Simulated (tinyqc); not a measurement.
# Current crowding under a contact, resistor ladder against the transmission-line model, step by step

Program tinyqc, `OMP_NUM_THREADS=1 python tinyqc.py 2760088 2760089 out.jsonl`; Intel Xeon 2.30GHz, shared host, one thread, about 0.01 s. Printed values are rounded.

A metal contact of length d and width W on a thin layer of the same width. The metal has no resistance, the sheet resistance under it equals Rsh, and current enters the layer at the front edge x = 0.

Values chosen for this exercise:

| symbol | value | unit | meaning |
|---|---|---|---|
| Rsh | 340 | ohm/sq | sheet resistance of the semiconductor layer |
| rc | 5.8e-8 | ohm cm^2 | specific contact resistivity |
| d | 0.33 | um | contact length |
| W | 8.2 | um | contact width |
| n | 5 |  | cells |
| I | 5 | mA | current |

## Conductances of the ladder

Cut the contact into n cells of length hc = d/n. Neighbouring cell centres are joined by a = W/(Rsh hc), each centre joins the metal (0 V) by g = W hc/rc, and I enters cell 1 through half a cell: -a v_(i-1) + b_i v_i - a v_(i+1) = I for i = 1 and 0 otherwise, b_i = g + 2 a (g + a at both ends). Rc = v_1/I + 1/(2 a).

a = 0.3654189 S
g = 0.09331034 S
b_i, cell 1 to 5 (S): [0.4587292, 0.8241481, 0.8241481, 0.8241481, 0.4587292]

## Voltages and the share of the current

Cut the contact into n cells of length hc = d/n. Neighbouring cell centres are joined by a = W/(Rsh hc), each centre joins the metal (0 V) by g = W hc/rc, and I enters cell 1 through half a cell: -a v_(i-1) + b_i v_i - a v_(i+1) = I for i = 1 and 0 otherwise, b_i = g + 2 a (g + a at both ends). Rc = v_1/I + 1/(2 a). Cell i passes g v_i to the metal.

v_i, cell 1 to 5 (mV): [21.46557, 13.26391, 8.44922, 5.79205, 4.61388]
share of the current, cell 1 to 5 (%): [40.05919, 24.75320, 15.76799, 10.80916, 8.61046]
Rc of the ladder = 5.661406 ohm

The first cell passes 40.1 % of the current and the last 8.61 %; an even spread would give 20.0 % each.

## The transmission-line result

Transfer length Lt = sqrt(rc/Rsh); front resistance Rc = (Rsh Lt/W) coth(d/Lt); end resistance Re = (Rsh Lt/W)/sinh(d/Lt). v(x) = I (Rsh Lt/W) cosh((d - x)/Lt)/sinh(d/Lt) at the cell centres x = (i - 1/2) d/n.

Lt = 0.1306094 um
Rc = 5.485153 ohm
Re = 0.8712790 ohm
v(x), cell 1 to 5 (mV): [21.39135, 13.14192, 8.32033, 5.66894, 4.49619]

The ladder's Rc is 3.2 % above this value, with cells 0.51 Lt long.
